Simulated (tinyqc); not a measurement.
Energy and delay of logic against supply voltage: one step of the calculation.

One expression serves below and above threshold: I(Vg) = Ik [ln(1 + exp((Vg - VT + dd V)/(al nf Vt)))]^al, with I_on = I(V) and I_off = I(0). Gate delay td = kd C V/I_on, clock period LD td. Per gate and cycle the switching energy is act C V^2 and the leakage energy I_off V LD td. No short-circuit current, no variation. Minima are sought above 0.09 V; below a few Vt gates no longer switch and the model has no meaning.

Problem. Currents, delay and energies. I_on, I_off, td, clock frequency 1/(LD td), both energies and their sum.

Inputs (values chosen for the exercise); values of the order met in logic technologies: temperature T = 358 K; threshold voltage at zero drain bias VT = 0.3 V; slope factor nf = 1.35; barrier lowering per volt of supply dd = 0.03; specific current of a gate Ik = 1.8 uA; exponent of the current law al = 1.82; load capacitance of a gate C = 0.9 fF; delay factor kd = 0.8; logic depth LD = 16; activity factor act = 0.05; supply voltage V = 1.01 V.

Constants: q = 1.602176634e-19 C, kB = 1.380649e-23 J/K, Vt = kB T/q. Results are converted to the units shown.

Find: I_on; I_off; td; clock frequency; switching energy; leakage energy; energy.

Solution.

I_on = 113.9 uA
I_off = 2.702 nA
td = 6.383 ps
clock frequency = 9.791 GHz
switching energy = 45.90 aJ
leakage energy = 0.2788 aJ
energy = 46.18 aJ

I_on/I_off = 42200; leakage makes up 0.604 % of the energy.

Program tinyqc, `OMP_NUM_THREADS=1 python tinyqc.py 2082035 2082036 out.jsonl`; Intel Xeon 2.30GHz, shared host, one thread, about 0.01 s.
